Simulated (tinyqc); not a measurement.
Five forms on the same table: equation-of-state fits to an energy-volume table made by a known binding curve. Computed by tinyqc, a small Python program. Command: `OMP_NUM_THREADS=1 python tinyqc.py 3007586 3007587 out.jsonl eosfit walk`. One thread of a shared host (Intel(R) Xeon(R) Processor @ 2.30GHz), about 0.02 s of CPU time with the checks.

With x = (V/V_0)^(1/3), the energy per atom is E = D [m x^-n - n x^-m]/(n - m), so that B0 = D n m/(9 V_0) and B' = (n + m + 6)/3. B' = dB/dP at P = 0.

Inputs (values chosen for the exercise, for a model crystal):
```
quantity                                 value             unit
cohesive energy D                         5.25          eV/atom
true volume V_0                             13  angstrom^3/atom
repulsive exponent n                         7                -
attractive exponent m                        3                -
half-width of the volume window w         0.04                -
shift of the window centre s             0.028                -
points N                                     9                -
compression V/V_0 for the pressure test   0.85                -
```

Binding curve: Mie. Noise: none.

Constants: 1 eV/angstrom^3 = 160.2176634 GPa.

Method:
- B0 and B' from the formulas above; P = -dE/dV at V = c V_0 (c the compression chosen), from the curve itself.
- Table: V_j = V_0 [1 + s + w (2 j/(N - 1) - 1)], j = 0..N-1, rounded to 0.001; E_j from the curve, rounded to 1e-7 eV.
- Murnaghan: E = E0 + (B0 V/B') [(V0/V)^B'/(B' - 1) + 1] - B0 V0/(B' - 1), P = (B0/B') [(V0/V)^B' - 1].
- Birch-Murnaghan: E = E0 + (9 V0 B0/16) [y^3 B' + y^2 (2 - 4 y)], y = (V0/V)^(2/3) - 1; P = (3 B0/2) (x^7 - x^5) [1 + (3/4)(B' - 4)(x^2 - 1)], x = (V0/V)^(1/3).
- Vinet: E = E0 + (9 B0 V0/h^2) {1 + [h (1 - x) - 1] exp(h (1 - x))}, P = 3 B0 (1 - x) x^-2 exp(h (1 - x)), x = (V/V0)^(1/3), h = (3/2)(B' - 1).
- All are least-squares fits to the energies; for polynomials in V, B0 = V E'' and B' = -1 - V E'''/E'' at the minimum.

exact B0 = 150.974 GPa

exact B' = 5.33333

exact pressure at c V_0 = 37.9204 GPa

Table:
```
V (angstrom^3)      E (eV)
12.844          -5.2490952
12.974          -5.2499754
13.104          -5.2496145
13.234          -5.2480888
13.364          -5.2454698
13.494          -5.2418248
13.624          -5.2372170
13.754          -5.2317058
13.884          -5.2253473
```

Fitted values:
```
form             V0 (angstrom^3)  B0 (GPa)       B'  P at c V_0 (GPa)
exact                     13.000    150.97   5.3333            37.920
parabola in V             12.984    126.93  -1.0000                 -
cubic in V                13.000    149.67   4.3898                 -
Murnaghan                 13.000    151.21   5.5233            39.801
Birch-Murnaghan           13.000    150.96   5.3247            37.837
Vinet                     13.000    150.89   5.2652            37.275
```

What follows from these numbers?

In B0 the Birch-Murnaghan form comes closest (-0.01 %) and the parabola in V form misses most (-15.92 %). A parabola in V has no third derivative, so its B' is -1 by construction. At c V_0, beyond the window, the pressure errors are Murnaghan +5.0 %, Birch-Murnaghan -0.2 %, Vinet -1.7 %; Murnaghan keeps B linear in P and so runs too stiff under compression.

Extremes, crossings and ranges named in words are read from the listed rows.
